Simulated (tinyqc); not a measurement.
Metal gate on a two-layer dielectric stack with fixed charge and a dipole: one step of the calculation.

Gate, layer 2, layer 1, p-type semiconductor; x runs from the gate inwards. Charges are counted in units of +q. psi is the band bending at the surface, positive towards inversion. Classical charge, Boltzmann statistics, no interface traps.

Problem. Threshold voltage. ni = sqrt(Nc Nv) exp(-Eg/(2 Vt)), Eg in volts, pB = Vt ln(Na/ni), Vth = Vfb + 2 pB + sqrt(4 q eps0 eps_r Na pB)/Cox.

Parameters, values chosen for the exercise; band and dielectric values close to those of In0.53Ga0.47As, layer 1 close to silicon dioxide, layer 2 close to hafnium oxide: temperature T = 300 K; band gap Eg = 0.748 eV; relative permittivity eps_r = 14.1; conduction-band density of states at T Nc = 2.12e17 cm^-3; valence-band density of states at T Nv = 7.68e18 cm^-3; acceptor density Na = 1.2e17 cm^-3.

Constants: q = 1.602176634e-19 C, kB = 1.380649e-23 J/K, Vt = kB T/q, eps0 = 8.8541878128e-14 F/cm where lengths are in cm. Results are converted to the units shown.

Vfb = -0.20385472 V
Cox = 3.9317785 uF/cm^2

Find: ni; pB; depletion charge; Vth.

Solution.

ni = 6.6516e11 cm^-3
pB = 0.31289 V
depletion charge = 0.17332 uC/cm^2
Vth = 0.46600 V

Program tinyqc, `OMP_NUM_THREADS=1 python tinyqc.py 2010115 2010116 out.jsonl`; Intel Xeon 2.30GHz, shared host, one thread, about 0.01 s.
